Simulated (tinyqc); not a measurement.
From ratio -V_in/V_out back to film conductivity: time-domain thermoreflectance: layered heat flow under a modulated pulse train, and what the signal ratio measures. Computed by tinyqc, a small Python program. Command: `OMP_NUM_THREADS=1 python tinyqc.py 3111529 3111530 out.jsonl tdtr inv`. One thread of a shared host (Intel(R) Xeon(R) Processor @ 2.30GHz), about 0.5 s of CPU time with the checks.

Pulses repeat at 80 MHz; heat is laid down at the surface, all layers are isotropic, and the film is in perfect contact with the substrate.

Inputs (values chosen for the exercise, modelled on aluminium on silica): metal thickness d = 120 nm; metal conductivity = 170 W/(m K); metal heat capacity = 2.42 MJ/(m^3 K); boundary conductance G under the metal = 280 MW/(m^2 K); film thickness = 290 nm; film heat capacity = 1.6 MJ/(m^3 K); substrate conductivity kappa = 1.43 W/(m K); substrate heat capacity C = 1.62 MJ/(m^3 K); modulation frequency f = 2 MHz; spot radius w (1/e^2, pump and probe) = 3.9 micrometre; delay t = 1800 ps.

Stack: metal, film, substrate.

Method:
- For radial wave number k and angular frequency W each layer has u = sqrt(4 pi^2 k^2 + i W C/kappa) and gamma = kappa u. Surface impedance from below: Z = 1/gamma for the substrate; a layer of thickness L maps Z to (Z + tanh(u L)/gamma)/(1 + gamma Z tanh(u L)); a boundary adds 1/G.
- Response per absorbed watt H(W) = 2 pi int_0^(2/w) Z(k, W) exp(-pi^2 k^2 w^2) k dk by 20 Gauss-Legendre points.
- Signal: X + iY = sum_(m = -M..M) H(2 pi (f + m f_r)) exp(i 2 pi m f_r t) exp(-pi (m/M)^2 x 4), f_r = 80 MHz, M = 4000, with H(-W) the complex conjugate of H(W); V_in = X, V_out = Y, ratio = -V_in/V_out.

Question. A run gave the result below. Find the film conductivity, known to lie between 0.42 and 1 W/(m K).

ratio -V_in/V_out = 1.0785

Answer.

Each step takes the trial c = (a f_b - b f_a)/(f_b - f_a), f being the result less the target and a, b, c the logarithms of the listed values; c replaces end b, the old b replaces a if the sign of f changed, and otherwise f_a is halved.

Scan of the range:
```
film conductivity (W/(m K))  ratio -V_in/V_out
0.420                                  1.05176
0.485                                  1.07069
0.561                                  1.09089
0.648                                  1.11117
0.749                                  1.13086
0.865                                  1.14868
1.000                                  1.16378
```

False position (Illinois rule, in the logarithm of the input) inside the bracket:
```
step     end a     end b     trial  ratio -V_in/V_out
1     0.485000  0.561000  0.513077            1.07841
2     0.561000  0.513077  0.513398            1.07850
3     0.561000  0.513398  0.513404            1.07850
4     0.513398  0.513404  0.513401            1.07850
```

Ratio -V_in/V_out rises at every point of a 13-point scan of the range (every second point is shown), so one value fits; it is bracketed by 0.485 and 0.561. Answer: film conductivity = 0.5134 W/(m K).
